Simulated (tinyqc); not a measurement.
Interband optics of a two-band s-p chain from momentum matrix elements: sweeps and comparisons. A value that a table varies takes the place of the one given here.

H(k) = [[Es - 2 ts cos ka, 2i V sin ka], [-2i V sin ka, Ep_ + 2 tp cos ka]] in the basis s, p; the lower band is full, with two electrons a cell. The velocity operator times hbar is W = dH/dk (eV angstrom); intra-atomic dipoles are left out.

With w(k) = |<c|W|v>|^2 and D(k) = Ec - Ev, on the mesh k_j = (j + 1/2)/N (2 pi/a): eps(E) = 1 + (8 pi e2/(a Ar)) mean_j (w/D^2) [1/(D - E - i eta) + 1/(D + E + i eta)], e2 = e^2/(4 pi eps0); light polarised along the chains, no local fields.

Constants: e^2/(4 pi eps0) = 14.39964547 eV angstrom; hbar^2/2m0 = 3.80998211 eV angstrom^2.

Inputs chosen for the exercise: a = 2.34 angstrom (period); Es = 3.53 eV (upper orbital (s)); Ep_ = -2.09 eV (lower orbital (p)); ts = 0.33 eV (s-s hopping); tp = 0.54 eV (p-p hopping); V = 1.24 eV (s-p hopping); Ar = 10.3 angstrom^2 (cross-section per chain); eta = 0.3 eV (Lorentzian half width); E = 2.35 eV (photon energy).

## Joint density of states against eps2

Mesh of 2000 points. J(E) = mean of (eta/pi)/((E - D)^2 + eta^2). The fourth column is J times the constant (8 pi^2 e2/(a Ar)) mean(w/D^2). R = |(sqrt(eps) - 1)/(sqrt(eps) + 1)|^2.

Spectrum:
```
E (eV)  J (1/eV)   eps2  eps2 with constant element    eps1      R
3.28       0.027  1.747                       0.584   6.850  0.209
3.74       0.082  6.430                       1.769   8.184  0.303
4.21       0.128  8.314                       2.743   0.397  0.381
4.67       0.111  4.464                       2.388  -1.281  0.370
5.14       0.106  2.448                       2.271  -0.844  0.315
5.60       0.109  1.463                       2.333  -0.091  0.196
6.06       0.120  1.018                       2.575   0.768  0.059
6.53       0.148  1.064                       3.173   1.860  0.053
6.99       0.230  2.338                       4.928   3.391  0.138
7.46       0.480  6.901                      10.282   1.130  0.330
7.92       0.306  3.571                       6.566  -3.375  0.542
8.39       0.085  1.034                       1.821  -2.169  0.665
```

What can be read from the table?

Transitions span 3.880 to 7.786 eV. Among the energies listed J peaks at 7.46 eV and eps2 at 4.21 eV. The ratio of eps2 to the constant-element value is 3.03 at 4.21 eV and 0.67 at 7.46 eV: w/D^2 is 2.237 angstrom^2 at the zone centre and 0.622 at the edge.

## Mesh against broadening

eps2 at E for three widths, and eps(0) at eta = 0; the last row is the mesh of 2000 points.

Convergence:
```
N     eta = 0.03 eV  eta = 0.1 eV  eta = 0.3 eV  eps(0)
4             0.005         0.016         0.047  2.0622
8             0.026         0.087         0.256  3.4076
16            0.039         0.130         0.378  3.7177
32            0.040         0.131         0.383  3.7220
64            0.040         0.131         0.383  3.7220
128           0.040         0.131         0.383  3.7220
2000          0.040         0.131         0.383  3.7220
```

How do the results move?

The first N from which eps2 stays within 2 % of the last row is 16 for eta = 0.03, 16 for 0.1 and 16 for 0.3 eV; for eps(0) and 0.1 % it is 32. E lies outside the range of transitions, so eps2 is only the tail of the broadening and grows with eta.

## Static constant against the gap

Es takes the values listed; mesh of 400 points; the Penn-type estimate is 1 + 8 pi c e2 n_eff/(a Ar Dm^2) with Dm the f-weighted mean of D, f = w/(c D), n_eff = 2 mean(f), c = hbar^2/2m0.

Results:
```
Es (eV)  smallest D (eV)  Dm (eV)  n_eff  eps(0)  estimate
3.23               3.580    5.633  1.348   4.229     3.431
3.53               3.880    5.925  1.299   3.722     3.117
4.03               4.380    6.411  1.223   3.096     2.701
4.53               4.880    6.898  1.154   2.653     2.387
5.53               5.880    7.874  1.034   2.086     1.954
6.53               6.880    8.853  0.935   1.754     1.682
8.53               8.880   10.818  0.781   1.407     1.382
```

How do the results move?

eps(0) - 1 falls from 3.229 to 0.407, as Dm^-3.17; a fixed n_eff would give the power -2, and n_eff goes from 1.348 to 0.781. The single-gap estimate is low by 24.7 % of eps(0) - 1 in the first row and 6.2 % in the last, since 1/D^2 favours the smallest separations. n_eff need not equal the 2 electrons of the cell: a two-orbital basis with chosen hoppings does not obey the free-electron sum rule.

## What moves the optical response

Mesh of 400 points; n_eff = 2 mean(w/(c D)), c = hbar^2/2m0. Each row changes one parameter from the base and keeps the others.

Results:
```
case                   smallest D (eV)  largest D (eV)  n_eff  eps(0)
base                             3.880           7.786  1.299   3.722
a = 2.457 angstrom               3.880           7.786  1.432   3.858
Es = 3.83 eV                     4.180           8.035  1.252   3.320
ts = 0.396 eV                    3.748           7.838  1.306   3.859
V = 1.364 eV                     3.880           8.058  1.514   4.124
Ar = 11.33 angstrom^2            3.880           7.786  1.299   3.475
```

How do the results move?

The largest shifts from the base row, up to three for each result and ties (the steps differ in size, so this ranks the rows, not the parameters). smallest D (eV): Es +0.300, ts -0.132; unchanged at the printed digits by a, V and Ar. largest D (eV): V +0.272, Es +0.250, ts +0.052; unchanged at the printed digits by a and Ar. n_eff: V +0.215, a +0.133, Es -0.047; unchanged at the printed digits by Ar. eps(0): Es -0.402, V +0.402, Ar -0.247.

(tinyqc, `OMP_NUM_THREADS=1 python tinyqc.py 1651014 1651015 out.jsonl`, Intel(R) Xeon(R) Processor @ 2.30GHz, 1 thread, shared host, about 0.01 s.)
